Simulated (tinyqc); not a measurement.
# Threshold-voltage variability of a planar MOSFET, analytic estimates: effect of the oxide-equivalent thickness in inversion

Three independent sources add in quadrature: random dopants in the depleted layer, metal-gate grains of two orientations, and roughness of the two gate edges acting through the roll-off VT = VT(long) - Vr exp(-L/l). These are first-order estimates: no three-dimensional electrostatics, no percolation.

ni = sqrt(Nc Nv) exp(-Eg/(2 Vt)), Eg in volts; Cox = 3.9 eps0/ti; Wd = sqrt(4 eps0 eps_r Vt ln(Na/ni)/(q Na)); dopants: s1 = (q/Cox) sqrt(Na Wd/(3 L W)). Grains: Ng = L W/G^2 (at least 1), s2 = dW sqrt(p (1 - p)/Ng). Edges, with exponential correlation and u = W/La: the mean gate length has sL^2 = 2 De^2 (2/u)[1 - (1 - exp(-u))/u]; s3 = sL (Vr/l) exp(-L/l). s = sqrt(s1^2 + s2^2 + s3^2). l and Vr are held fixed.

Parameters, values chosen for the exercise; material values close to those of silicon: temperature T = 325 K; band gap Eg = 1.13 eV; relative permittivity of the semiconductor eps_r = 11.5; conduction-band density of states at T Nc = 3.19e19 cm^-3; valence-band density of states at T Nv = 3.01e19 cm^-3; channel doping Na = 1.4e18 cm^-3; gate length L = 16 nm; gate width W = 38 nm; metal grain size G = 10 nm; work-function difference of the two grain orientations dW = 0.3 eV; share of the orientation of higher work function p = 0.4; rms roughness of one gate edge De = 1.5 nm; correlation length of the roughness La = 30 nm; decay length of the threshold roll-off l = 4.3 nm; prefactor of the roll-off Vr = 1.1 V.

Constants: q = 1.602176634e-19 C, kB = 1.380649e-23 J/K, Vt = kB T/q, eps0 = 8.8541878128e-14 F/cm where lengths are in cm. Results are converted to the units shown.

The same in every row: s2 (mV) = 59.60; s3 (mV) = 10.86.

Result of one run:
```
ti (nm)	s1 (mV)	s (mV)	s sqrt(L W) (mV um)
2.4	52.96	80.47	1.984
```

What becomes of these results when the oxide-equivalent thickness in inversion ti is changed from 2.4 to 2 nm, all else the same?

Result of the changed run:
```
ti (nm)	s1 (mV)	s (mV)	s sqrt(L W) (mV um)
2	44.13	74.96	1.848
```

The whole series:
```
ti (nm)	s1 (mV)	s (mV)	s sqrt(L W) (mV um)
0.8	17.65	63.11	1.556
1.2	26.48	66.12	1.630
1.6	35.31	70.12	1.729
2	44.13	74.96	1.848
2.4	52.96	80.47	1.984
2.8	61.79	86.53	2.134
3.2	70.61	93.04	2.294
```

As ti goes from 0.8 to 3.2 nm, s rises from 63.1 to 93.0 mV. The largest source is the grains in the first row and the dopants in the last. s1 goes on average as ti^(1.00). In every row the depletion depth exceeds L, so source and drain share much of the charge and s1 is rough.

Computed by the program tinyqc: `OMP_NUM_THREADS=1 python tinyqc.py 2090107 2090108 out.jsonl`, one thread of a shared Intel Xeon 2.30GHz, about 0.02 s for the whole run.
